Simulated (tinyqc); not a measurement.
# Thermionic emission over a Gaussian spread of barriers, step by step

Program tinyqc, `OMP_NUM_THREADS=1 python tinyqc.py 2640038 2640039 out.jsonl`; Intel Xeon 2.30GHz, shared host, one thread, about 0.01 s. Printed values are rounded.

Metal on an n-type semiconductor with one parabolic valley; V > 0 is forward bias (metal positive). Patches of barrier height b are spread as a Gaussian with mean phi - r2 V and variance sg^2 + r3 V; each carries A* T^2 exp(-b/Vt) [exp(V/Vt) - 1].

Parameters, values chosen for the exercise; band and dielectric values close to those of gallium arsenide:
```
symbol,value,unit,meaning
T,300,K,temperature
me,0.0663,m0,electron mass
phi,0.79,eV,barrier height seen from the metal
sg,0.068,eV,standard deviation of the barrier heights
r2,-0.068,,"shift of the mean barrier per volt, with its sign reversed (rho2)"
r3,-0.001,V,change of sg^2 per volt (rho3)
V,0.13,V,bias
nb,9,,barrier heights sampled
```

Constants: q = 1.602176634e-19 C, kB = 1.380649e-23 J/K, h = 6.62607015e-34 J s, m0 = 9.1093837015e-31 kg, Vt = kB T/q. Results are converted to the units shown.

## Apparent barrier, ideality and current

A* = 4 pi q me m0 kB^2/h^3 (times 1e-4 for A/(cm^2 K^2)). The mean of exp(-b/Vt) gives the apparent barrier phi_ap(V) = phi - r2 V - (sg^2 + r3 V)/(2 Vt), J = A* T^2 exp(-phi_ap/Vt) [exp(V/Vt) - 1], and 1/n = 1 + r2 + r3/(2 Vt).

A* = 7.96749 A/(cm^2 K^2)
phi_ap(0) = 0.700568 eV
phi_ap(V) = 0.711922 eV
n = 1.09570
J = 1.19357e-4 A/cm^2

## The same mean by Simpson's rule

With mean mu and deviation s at this bias, take nb equally spaced b from mu - s^2/Vt - 3.5 s to mu + s, the Gaussian density g(b) and y = g exp(-(b - mu)/Vt); the integral I of y gives phi_ap = mu - Vt ln I.

```
point,b (eV),g (1/eV),y (1/eV)
0,0.390374,5.16136e-8,0.375574
1,0.449812,7.73200e-6,5.64559
2,0.509250,5.27724e-4,38.6644
3,0.568688,0.0164101,120.643
4,0.628126,0.232488,171.506
5,0.687563,1.50065,111.082
6,0.747001,4.41314,32.7792
7,0.806439,5.91293,4.40696
8,0.865877,3.60949,0.269941
```

I = 28.8007
phi_ap = 0.711967 eV

This differs from the closed form by 0.045 meV. The integrand peaks at b = 0.628 eV among these points, below the mean of 0.799 eV: low barriers carry the current.
